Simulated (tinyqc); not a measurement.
# Worked calculation: long-channel MOSFET, surface-potential model

Computed by the program tinyqc: `OMP_NUM_THREADS=1 python tinyqc.py 2360112 2360113 out.jsonl`, one thread of a shared Intel Xeon 2.30GHz, about 0.05 s for the whole run. Printed values are rounded.

n-channel transistor on a uniformly doped p-type body, gradual-channel approximation, constant mobility, Boltzmann statistics, full ionisation. Potentials are counted from the neutral body; V is the electron quasi-Fermi potential, Vsb at the source and Vsb + Vds at the drain. Charges are magnitudes per area.

Inputs (values chosen for the exercise); material values close to those of silicon: temperature T = 293 K; band gap Eg = 1.14 eV; relative permittivity of the semiconductor eps_r = 11.7; conduction-band density of states at T Nc = 2.68e19 cm^-3; valence-band density of states at T Nv = 2.58e19 cm^-3; acceptor density of the body Na = 1.2e16 cm^-3; relative permittivity of the gate insulator eox = 9.26; insulator thickness tox = 20 nm; flat-band voltage Vfb = -0.49 V; channel mobility mu = 310 cm^2/(V s); gate width W = 5 um; gate length L = 10 um; source-body reverse bias Vsb = 0 V; gate-source voltage Vgs = 0.7 V; drain-source voltage Vds = 0.05 V.

Constants: q = 1.602176634e-19 C, kB = 1.380649e-23 J/K, Vt = kB T/q, eps0 = 8.8541878128e-14 F/cm where lengths are in cm. Results are converted to the units shown.

## Body potential, insulator capacitance and body factor

ni = sqrt(Nc Nv) exp(-Eg/(2 Vt)), Eg in volts; phiF = Vt ln(Na/ni); Cox = eps0 eox/tox; gamma = sqrt(2 q eps0 eps_r Na)/Cox. VT = Vfb + 2 phiF + gamma sqrt(2 phiF + Vsb), m = 1 + gamma/(2 sqrt(2 phiF + Vsb)).

ni = 4.12601e9 cm^-3
phiF = 0.375780 V
Cox = 0.409949 uF/cm^2
gamma = 0.153957 V^0.5
VT = 0.395030 V
m = 1.08879

## Iteration 1: surface potential at the source by Newton steps

psi at the start (2 phiF + Vsb) = 0.751561 V

With V = Vsb: G = psi - Vt + Vt e, e = exp((psi - 2 phiF - Vsb)/Vt); f = Vgs + Vsb - Vfb - psi - gamma sqrt(G); f' = -1 - gamma (1 + e)/(2 sqrt(G)); psi(new) = psi - f/f'.

G = 0.751561 V
f = 0.304970 V
f' = -1.17759
psi after iteration 1 = 1.01054 V

## Iteration 2: surface potential at the source by Newton steps

As before.

G = 720.144 V
f = -3.95204 V
f' = -82.7068
psi after iteration 2 = 0.962755 V

## Course of the iteration: surface potential at the source by Newton steps

Stop when psi changes by less than 1e-10 V, or after 40 iterations.

Course of the iteration:
```
iteration	psi (V)	|change| (V)
1	1.01054	0.259
2	0.962755	0.0478
3	0.920363	0.0424
4	0.890028	0.0303
5	0.876911	0.0131
6	0.874934	1.98e-3
7	0.874895	3.91e-5
8	0.874895	1.49e-8
9	0.874895	< 1e-13
```

Converged in 9 iterations. At the end the number of correct digits about doubles with each step.

## Charges and current of the charge-sheet model

psi_0 = 0.874895 V
psi_L = 0.915387 V

psi_0 and psi_L solve Vgs + Vsb - Vfb - psi = gamma sqrt(G) at V = Vsb and Vsb + Vds. Qi = Cox gamma [sqrt(G) - sqrt(psi - Vt)], G = psi - Vt + Vt exp((psi - 2 phiF - V)/Vt), at both ends. With U = Vgs + Vsb - Vfb: drift = mu (W/L) Cox [U (psi_L - psi_0) - (psi_L^2 - psi_0^2)/2 - (2/3) gamma ((psi_L - Vt)^1.5 - (psi_0 - Vt)^1.5)]; diffusion = mu (W/L) Vt (Qi0 - QiL).

Qi0 = 71.0005 nC/cm^2
QiL = 53.0309 nC/cm^2
drift current = 0.389205 uA
diffusion current = 0.0703250 uA
drain current = 0.459530 uA

Drift carries 84.7 % of the current.

## Inversion charge along the channel

V, point 0 to 8 (V): 0  0.00625  0.0125  0.01875  0.025  0.03125  0.0375  0.04375  0.05

The surface potential psi at channel potential V solves Vgs + Vsb - Vfb - psi = gamma sqrt(G), G = psi - Vt + Vt exp((psi - 2 phiF - V)/Vt). Charge sheet: Qi = Cox gamma [sqrt(G) - sqrt(psi - Vt)]. Pao-Sah: Qi = (Cox gamma/2) integral from 3 Vt to psi of exp((u - 2 phiF - V)/Vt)/sqrt(G(u, V)) du.

```
point	psi (V)	Qi, charge sheet (nC/cm^2)	Qi, Pao-Sah (nC/cm^2)
0	0.874895	71.0005	71.8693
1	0.880054	68.7091	69.5505
2	0.885188	66.4295	67.2435
3	0.890296	64.1621	64.9490
4	0.895375	61.9076	62.6675
5	0.900426	59.6665	60.3996
6	0.905446	57.4395	58.1459
7	0.910433	55.2274	55.9073
8	0.915387	53.0309	53.6846
```

At the source the charge-sheet charge is 1.2 % below the Pao-Sah one.

## Pao-Sah current by Simpson's rule

I = mu (W/L) integral of Qi dV; Simpson's rule on the 9 points, step Vds/8, weights 1, 4, 2, ..., 4, 1 times step/3.

Pao-Sah current = 0.485955 uA

Gauss-Legendre quadrature on many points gives 0.4860 uA, so this value is within 0.01 % of it; the charge-sheet current, 0.4595 uA, is 5.4 % below it.
